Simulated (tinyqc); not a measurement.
# IGBT as a p-i-n diode in series with a MOS channel, on-state and switching loss: effect of the width of the drift layer

High injection (n = p) in a drift layer from x = -W/2 (anode) to +W/2 (cathode side), recombination only in the layer with lifetime tau, ideal emitters. The channel feeds the cathode side and carries the whole current. Auger recombination, carrier-carrier scattering, emitter losses and the carrier dip under the p body are left out.

b = mn/mp, B = (b - 1)/(b + 1), La = sqrt(2 Vt mn mp tau/(mn + mp)), y = W/(2 La). n(x) = (tau J/(2 q La))[cosh(x/La)/sinh y - B sinh(x/La)/cosh y]. Vm = Vt [(8 b/(b + 1)^2)(sinh y/s) arctan(s sinh y) + B ln((1 + B tanh^2 y)/(1 - B tanh^2 y))], s = sqrt(1 - B^2 tanh^2 y); Vj = Vt ln(n(-W/2) n(W/2)/ni^2), ni = sqrt(Nc Nv) exp(-Eg/(2 Vt)), Eg in volts; Vc = J Rch; Von = Vm + Vj + Vc. Stored charge tau J, turn-off energy Eoff = ks tau J Vdc, loss at half duty 0.5 J Von + f Eoff. A unipolar device on the same layer has Vu = J (W/(q mn Nd) + Rch).

Parameters, values chosen for the exercise; material values close to those of silicon:
- T = 300 K (temperature)
- Eg = 1.1 eV (band gap)
- Nc = 2.75e19 cm^-3 (conduction-band density of states at T)
- Nv = 2.7e19 cm^-3 (valence-band density of states at T)
- mn = 1400 cm^2/(V s) (electron mobility)
- mp = 480 cm^2/(V s) (hole mobility)
- Nd = 3.5e13 cm^-3 (doping of the drift layer)
- tau = 2.9 us (high-injection lifetime)
- J = 100 A/cm^2 (current density)
- Rch = 0.51 mohm cm^2 (channel and accumulation resistance)
- Vdc = 1200 V (link voltage)
- ks = 0.07 (turn-off energy per stored charge and link voltage)
- f = 1 kHz (switching frequency)

Constants: q = 1.602176634e-19 C, kB = 1.380649e-23 J/K, Vt = kB T/q. Results are converted to the units shown.

The same in every row: Eoff (mJ/cm^2) = 24.36.

Result of one run:
```
y       Von (V)  Vu (V)  total loss (W/cm^2)
0.6830   0.9212   127.4                70.42
```

Which width of the drift layer W gave this result: 100, 140, 230 or 400 um?

W = 100 um.

The whole series:
```
W (um)       y  Von (V)  Vu (V)  total loss (W/cm^2)
80      0.5464   0.9226   102.0                70.49
100     0.6830   0.9212   127.4                70.42
140     0.9562   0.9300   178.4                70.86
180      1.229   0.9514   229.3                71.93
230      1.571   0.9960   293.0                74.16
310      2.117    1.118   394.9                80.25
400      2.732    1.368   509.6                92.77
```

As W goes from 80 to 400 um, Von goes from 0.923 through a minimum of 0.921 (at W = 100 um among the rows listed) to 1.37 V, Eoff stays at 24.4 mJ/cm^2 and the total loss goes from 70.5 through a minimum of 70.4 (at W = 100 um among the rows listed) to 92.8 W/cm^2. Von is below Vu in 7 of the 7 rows. For W = 80 to 140 um the density at the anode passes 2e17 cm^-3, where Auger recombination and emitter losses matter.

Computed by the program tinyqc: `OMP_NUM_THREADS=1 python tinyqc.py 2590030 2590031 out.jsonl`, one thread of a shared Intel Xeon 2.30GHz, about 0.01 s for the whole run.
